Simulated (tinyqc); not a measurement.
Shallow acceptor in the spherical four-band model, step by step. Values are carried at full precision from step to step, so a last printed digit may differ when a step is redone from the rounded ones.

Units Ry* = Ry/(g1 eps^2) and a* = a0 eps g1; mu = (6 g3 + 4 g2)/(5 g1) is the spherical heavy-light coupling and delta = (g3 - g2)/g1 the cubic term, which is left out.

Constants: Ry = 13.60569312 eV; a0 (Bohr radius) = 0.5291772105 angstrom.

Parameters, chosen for this exercise (near those of a shallow acceptor in Si, where the small spin-orbit splitting and strong warping make this model rough; shifted at random, so the results belong to these values and not to a real crystal): g1 = 4.31 (Luttinger gamma1); g2 = 0.34 (gamma2); g3 = 1.44 (gamma3); eps = 11.5 (dielectric constant); al = (0.174, 1.04, 6.25) 1/a*^2 (exponents a_i, the same for f and g); Dso = 0.043 eV (spin-orbit splitting).

## Units and couplings

Give Ry*, a*, mu, delta and the spherical masses 1/(g1 (1 -/+ mu)).

Ry* = 23.870 meV
a* = 26.23 angstrom
mu = 0.46404
delta = 0.2552

heavy and light mass (m0): 0.4329  0.1585

A hydrogen model with the heavy mass would bind by Ry*/(1 - mu) = 44.5 meV and with the light mass by 16.3 meV. delta/mu = 0.55: the cubic term is not small, so the spherical result is a first estimate.

## Matrices in a small basis

The ground state 1S3/2 has an L = 0 part f(r) and an L = 2 part g(r). In units of Ry* and a*, with Gaussians f_i = exp(-a_i r^2), g_i = r^2 exp(-a_i r^2), A = a_i + a_j and I(n) = Gamma((n + 1)/2)/(2 A^((n + 1)/2)): S_ff = I(2), S_gg = I(6), H_ff = (6 a_i a_j/A) I(2) - 2 I(1), H_gg = (14 a_i a_j/A) I(6) - 2 I(5), H_fg = -mu [15 I(2) - 20 a_j I(4) + 4 a_j^2 I(6)]; each function is then normalised. The split-off band is left out.

Form S and H.

S:
```
        f1      f2      f3      g1      g2      g3
f1  1.0000  0.5867  0.1850       0       0       0
f2  0.5867  1.0000  0.5850       0       0       0
f3  0.1850  0.5850  1.0000       0       0       0
g1       0       0       0  1.0000  0.2881  0.0195
g2       0       0       0  0.2881  1.0000  0.2862
g3       0       0       0  0.0195  0.2862  1.0000
```

H (Ry*):
```
         f1       f2        f3       g1       g2        g3
f1  -0.8093  -0.9341   -0.8702  -0.3127  -0.0901   -0.0061
f2  -0.9341  -0.1347   -0.4349  -0.5386  -1.8691   -0.5349
f3  -0.8702  -0.4349   10.7712  -0.2190  -3.2147  -11.2326
g1  -0.3127  -0.5386   -0.2190   0.5080   0.2192   -0.0133
g2  -0.0901  -1.8691   -3.2147   0.2192   5.5441    2.6424
g3  -0.0061  -0.5349  -11.2326  -0.0133   2.6424   39.4946
```

## Ground state in the small basis

Solve H u = E S u for the lowest level of the acceptor; the first half of the basis is L = 0 and the second L = 2. Give E, E without the f-g block, and the L = 2 weight u_g S_gg u_g with u S u = 1.

E = -1.217 Ry*
E without coupling = -0.989 Ry*
L = 2 weight = 0.085

Without the coupling the exact value is -1, which this basis, tuned to the compact coupled state, misses by 0.011. The coupling to L = 2 takes the level to 1.22 times that exact value.

## Converged result

Converged values use 22 exponents 2.2^i, i = -7 to 14, for f and for g.
Ground and next level of the same symmetry, L = 2 weight and mean radius.

1S3/2 and 2S3/2 (Ry*): -1.246  -0.339

binding energies (meV): 29.7  8.1

L = 2 weight = 0.094
<r> = 32.6 angstrom

The small basis reaches 98 % of the binding. The ratio 1S/2S is 3.67 (4 for hydrogen). The binding is 0.69 of Dso, so the split-off band, left out here, would deepen it noticeably.

## Checks

- Level at mu = 0 against -1 Ry*: both -1.0000.
- Ground level from a second, denser basis, Ry*: both -1.246.

Program tinyqc; command `OMP_NUM_THREADS=1 python tinyqc.py 1251408 1251409 out.jsonl`; about 0.05 s on one thread of a shared Intel(R) Xeon(R) Processor @ 2.30GHz.
